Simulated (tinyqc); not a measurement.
Charge neutrality of a doped semiconductor with incomplete ionisation: one step, computed by the program tinyqc.

Energies are counted from the top of the valence band; E_D is measured down from the conduction band and E_A up from the valence band.

Question. Gap and effective densities of states. E_g = E_g0 - alpha T^2/(T + beta). N_c = 2 M_c (2 pi m_e k_B T/h^2)^(3/2) and N_v = 2 (2 pi m_h k_B T/h^2)^(3/2), masses in units of m_0. n_i = sqrt(N_c N_v) exp(-E_g/(2 k_B T)); E_i = E_g/2 + (k_B T/2) ln(N_v/N_c).

Inputs (values chosen for the exercise, modelled on InP):
```
quantity              value  unit
gap at 0 K E_g0        1.45    eV
Varshni alpha      0.000374  eV/K
Varshni beta            158     K
electron mass m_e    0.0764   m_0
valleys M_c               1     -
hole mass m_h           0.6   m_0
temperature T           300     K
```

Doping: p-type. Statistics of the bands: Fermi-Dirac.

Constants: m_0 = 9.1093837015e-31 kg; k_B = 1.380649e-23 J/K; h = 6.62607015e-34 J s; k_B = 8.617333262e-05 eV/K.

Give: gap E_g; N_c; N_v; k_B T; intrinsic density n_i; intrinsic level E_i.

Answer.

gap E_g = 1.3765 eV

N_c = 5.2992e+17 cm^-3

N_v = 1.1663e+19 cm^-3

k_B T = 0.025852 eV

intrinsic density n_i = 6.8133e+06 cm^-3

intrinsic level E_i = 0.72821 eV
